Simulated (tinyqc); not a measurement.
# Changing the process temperature

Model: rapid thermal processing of a wafer: radiative balance, ramp and cooling, pattern effects, pyrometer error and spike budget. Computed by tinyqc, a small Python program. Command: `OMP_NUM_THREADS=1 python tinyqc.py 3114207 3114208 out.jsonl rtp sweep`. One thread of a shared host (Intel(R) Xeon(R) Processor @ 2.30GHz), about 0.09 s of CPU time with the checks.

The wafer is opaque and uniform through its thickness unless said otherwise; temperatures in formulas are in kelvin (C + 273.15). sigma = 5.670374419e-12 W/(cm^2 K^4).

Inputs (values chosen for the exercise, modelled on a hot silicon wafer):

| quantity | value | unit |
|---|---|---|
| wafer thickness d | 525 | micrometre |
| heat capacity per volume C | 2.28 | J/(cm^3 K) |
| thermal conductivity k | 0.27 | W/(cm K) |
| emissivity eps of each face | 0.57 | - |
| reflectivity of the chamber walls r | 0.79 | - |
| gas heat-transfer coefficient h, both faces together | 1.5 | mW/(cm^2 K) |
| wall temperature T_w | 700 | K |
| starting temperature | 550 | C |
| ramp rate | 27 | K/s |
| activation energy of the process E_a | 4 | eV |

Constants: k_B = 8.617333262e-05 eV/K.

Method:
- Effective emissivity between parallel grey plates: eps_eff = 1/(1/eps + 1/(1 - r) - 1). Loss per area q(T) = 2 eps_eff sigma (T^4 - T_w^4) + h (T - T_w).
- Absorbed power during a ramp = q(T) + C d x ramp rate; thermal time constant tau = C d/(dq/dT), dq/dT = 8 eps_eff sigma T^3 + h; natural cooling rate q/(C d); front-to-back difference under one-sided heating at the end of the ramp = (absorbed power) d/(2 k).
- Cooling with the lamps off: C d dT/dt = -q(T), integrated adaptively (relative tolerance 1e-10).
- Spike anneal: linear ramp to the peak, then lamps off. Equivalent time at the peak = int exp(-(E_a/k_B)(1/T - 1/T_peak)) dt; estimate (k_B T^2/E_a)(1/ramp rate + 1/cooling rate). The ramp part uses 4000 trapezoid steps, the cooling part 4000 steps over 4 tau.
- Time within 50 K of the peak from the same curves.

One run for each value:

| process temperature (C) | holding power q (W/cm^2) | time constant tau (s) | natural cooling rate (K/s) | equivalent time, total (s) |
|---|---|---|---|---|
| 620 | 1.104 | 16.266 | 9.226 | 2.6357 |
| 710 | 1.852 | 12.851 | 15.471 | 2.1797 |
| 800 | 2.793 | 10.263 | 23.332 | 2.0085 |
| 890 | 3.964 | 8.289 | 33.117 | 1.9618 |
| 980 | 5.406 | 6.769 | 45.164 | 1.9842 |
| 1070 | 7.162 | 5.587 | 59.834 | 2.0519 |
| 1160 | 9.279 | 4.656 | 77.518 | 2.1530 |
| 1250 | 11.806 | 3.917 | 98.634 | 2.2805 |

Over the rows, holding power q (W/cm^2) rises from 1.10 to 11.8; time constant tau (s) falls from 16.3 to 3.92; natural cooling rate (K/s) rises from 9.23 to 98.6.

Extremes, crossings and ranges named in words are read from the listed rows.
